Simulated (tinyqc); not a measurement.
Admittance spectroscopy of a deep trap: one step of the calculation.

Schottky contact on an n-type layer with shallow donors Nd (all ionised) and a donor-like deep trap, neutral when filled and positive when empty; depletion approximation. Traps within lam of the depletion edge stay filled. The traps at xt = W - lam, where the level crosses the Fermi level, follow a slow signal and not a fast one. w = 2 pi f.

Question. Admittance at the signal frequency. Emission rate en = sn vth(T) Nc(T) exp(-Et/kB T) = sn g T^2 exp(-Et/kB T), g = vth Nc/(300 K)^2, as vth goes as T^0.5 and Nc as T^1.5 (degeneracy factor 1). Inflection frequency w0 = 2 en [1 + Nt xt/(Nd W)]; C = C_HF + (C_LF - C_HF)/(1 + (w/w0)^2), G/w = (C_LF - C_HF)(w/w0)/(1 + (w/w0)^2).

Parameters, values chosen for the exercise; material values close to those of 4H silicon carbide:
- Nc = 1.73e19 cm^-3 (conduction-band density of states at 300 K)
- vth = 2e7 cm/s (thermal velocity at 300 K)
- Nd = 4.6e16 cm^-3 (shallow donor density)
- Et = 0.38 eV (depth of the trap below the conduction edge)
- sn = 2.9e-14 cm^2 (capture cross-section)
- Nt = 1.5e15 cm^-3 (trap density)
- f = 3000 Hz (signal frequency)
- T = 219 K (temperature)

Constants: q = 1.602176634e-19 C, kB = 1.380649e-23 J/K. Results are converted to the units shown.

W = 255.41830 nm
xt = 175.73442 nm
C_HF = 33.070829 nF/cm^2
C_LF = 33.399879 nF/cm^2

Give: en; w0/(2 pi); C; G/w.

Answer.

en = 9622.8 1/s
w0/(2 pi) = 3131.7 Hz
C = 33.242 nF/cm^2
G/w = 0.16437 nF/cm^2

The signal lies near the inflection, where the loss is largest.

tinyqc, about 0.01 s, one thread, Intel Xeon 2.30GHz (shared host): `OMP_NUM_THREADS=1 python tinyqc.py 2050166 2050167 out.jsonl`
